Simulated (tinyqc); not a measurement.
Current of a Schottky diode by thermionic-emission-diffusion theory, and its read-back from I-V-T and C-V data: one step, computed by the program tinyqc.

Full ionisation, no tunnelling, no recombination current. V is the voltage across the junction itself, forward positive.

Question. Read-back from the I-V curve. N_c(T) = N_c (T/300 K)^(3/2); V_bi = phi_0 - (k_B T/e) ln(N_c(T)/N); surface field F = sqrt(2 e N (V_bi - V - k_B T/e)/(eps eps_0)); image lowering d_phi = sqrt(e F/(4 pi eps eps_0)); effective barrier phi = phi_0 - d_phi - sigma^2 (1 - rho V)/(2 k_B T). Collection velocity v_R = A* T^2/(e N_c(T)); diffusion velocity v_D = mu F; J = e N_c(T) v_R/(1 + v_R/v_D) exp(-phi/k_B T) [exp(e V/k_B T) - 1]. Ideality n = (e/k_B T)/(d ln J/dV) by a central difference of +/- 1 mV; J_0 = J exp(-e V/(n k_B T)); apparent barrier phi_IV = k_B T ln(A* T^2/J_0); a C-V plot gives phi_CV = phi_0, the mean without lowering.

Inputs (values chosen for the exercise, modelled on n-type GaN):

| quantity | value | unit |
|---|---|---|
| Richardson constant A* | 26.2 | A/(cm^2 K^2) |
| effective density of states at 300 K, N_c | 2.3e+18 | 1/cm^3 |
| permittivity eps | 9.7 | - |
| mobility mu | 890 | cm^2/(V s) |
| barrier without image force phi_0 (mean) | 0.854 | eV |
| doping N | 1.1e+16 | 1/cm^3 |
| junction voltage V | 0.32 | V |
| temperature T | 250 | K |
| standard deviation sigma | 43 | meV |
| relative change of sigma^2 with bias, rho | 0.4 | 1/V |

Barrier: Gaussian spread of heights.

Constants: k_B = 8.617333262e-05 eV/K; e = 1.602176634e-19 C; eps_0 = 8.8541878128e-12 F/m.

Give: ideality factor n; extrapolated J_0; apparent barrier phi_IV; phi_CV - phi_IV.

Answer.

ideality factor n = 1.037

extrapolated J_0 = 2.607e-10 A/cm^2

apparent barrier phi_IV = 0.7837 eV

phi_CV - phi_IV = 70.33 meV
